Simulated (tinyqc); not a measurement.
From results back to parameters: carrier statistics of a doped semiconductor with parabolic bands. Three cases, with inputs chosen for the exercise.

Problem. With Boltzmann statistics and no minority carriers, p (p + ND)/(NA - ND - p) = K(T) = (N(T)/4) exp(-E/kB T), E the ionisation energy of the majority dopant and N = 2 (m kB T/(4 pi c))^(3/2) with c = hbar^2/2m0, in 1/angstrom^3; times 1e24 for 1/cm^3, m = m_d. The density below was computed from a hidden E.

Constants: hbar^2/2m0 = 3.80998211 eV angstrom^2; kB = 8.617333262e-05 eV/K.

Find: K(Ta); E.

Method. The left side gives K; then E = kB T ln(N/(4 K)).

Case 1.

Values chosen (near those of InSb; shifted at random, so the results belong to these values and not to a real crystal): NA = 7.5e+15 1/cm^3 (acceptors); ND = 6e+13 1/cm^3 (donors); m_d = 0.433 m0 (density-of-states mass of the majority band); Ta = 10 K.

p(Ta) = 9.4558e+12 1/cm^3

Solution.

K(Ta) = 8.84e+10 1/cm^3
E = 0.0101 eV

Case 2.

Values chosen (near those of InP; shifted at random, so the results belong to these values and not to a real crystal): NA = 2.3e+17 1/cm^3 (acceptors); ND = 1.1e+16 1/cm^3 (donors); m_d = 0.606 m0 (density-of-states mass of the majority band); Ta = 56 K.

p(Ta) = 2.4163e+14 1/cm^3

Solution.

K(Ta) = 1.24e+13 1/cm^3
E = 0.0476 eV

Case 3.

Values chosen (near those of GaAs; shifted at random, so the results belong to these values and not to a real crystal): NA = 2.4e+14 1/cm^3 (acceptors); ND = 1.9e+12 1/cm^3 (donors); m_d = 0.536 m0 (density-of-states mass of the majority band); Ta = 31 K.

p(Ta) = 2.5219e+13 1/cm^3

Solution.

K(Ta) = 3.21e+12 1/cm^3
E = 0.0271 eV

Computed by tinyqc, one run a case: `OMP_NUM_THREADS=1 python tinyqc.py N N+1 out.jsonl` with N = 1682617, 1682641, 1682739; one thread of a shared Intel(R) Xeon(R) Processor @ 2.30GHz, about 0.01 s a run at most.
